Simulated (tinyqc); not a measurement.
Planes of fixed kz and the Fermi arc: two-node Weyl semimetal on a cubic lattice and its slab.

H = d.s with dx = t sin kx, dy = t sin ky, dz = m (2 - cos kx - cos ky) + M(kz), M = tz (cos k0 - cos kz), k in 1/a. Nodes at (0, 0, +/-k0). Berry curvature of the lower band along z: Omega = d.(dd/dkx x dd/dky)/(2|d|^3), in the sense curl of i<u|grad u>.

Slab of N layers along x with hard walls: layer block t sin(ky) sy + (m (2 - cos ky) + M(kz)) sz, block to the next layer t sx/(2i) - m sz/2.

Values chosen for the exercise: t = 0.66 eV (hopping in sx and sy); m = 0.66 eV (mass term); tz = 0.48 eV (hopping along z); k0 = 2.32 1/a (position of the nodes).

C is the sum of Omega over a 24 x 24 mesh, k = (j + 1/2) 2 pi/24, times (2 pi/24)^2/(2 pi). Slab of 30 layers at ky = 0: lowest positive level and weight of the middle pair on the two outer layers.

Against kz:

| kz (1/a) | M (eV) | C | slab level (eV) | surface weight |
|---|---|---|---|---|
| 0.000 | -0.8069 | -1.000 | 0.00000 | 0.950 |
| 0.400 | -0.7690 | -1.000 | 0.00000 | 0.973 |
| 0.800 | -0.6613 | -1.000 | 0.00000 | 1.000 |
| 1.200 | -0.5008 | -1.000 | 0.00000 | 0.942 |
| 1.600 | -0.3129 | -1.000 | 0.00000 | 0.723 |
| 2.000 | -0.1272 | -0.988 | 0.00037 | 0.348 |
| 2.800 | 0.1254 | -0.023 | 0.14034 | 0.014 |
| 3.142 | 0.1531 | -0.010 | 0.16657 | 0.012 |

C is -1 for kz below k0 = 2.32 and 0 above, within 0.023 on this mesh. Where C = -1 the slab has a level near zero (exactly zero for a thick slab) on its faces (weight 0.95 at kz = 0): these points form the arc from -k0 to +k0, of length 4.64/a. Towards the node M goes to zero and the state spreads into the bulk; beyond it the level follows M, raised by the confinement in the slab.

Run: tinyqc, `OMP_NUM_THREADS=1 python tinyqc.py 1482778 1482779 out.jsonl`; Intel(R) Xeon(R) Processor @ 2.30GHz, one thread, shared host; about 0.1 s of CPU time with all checks.
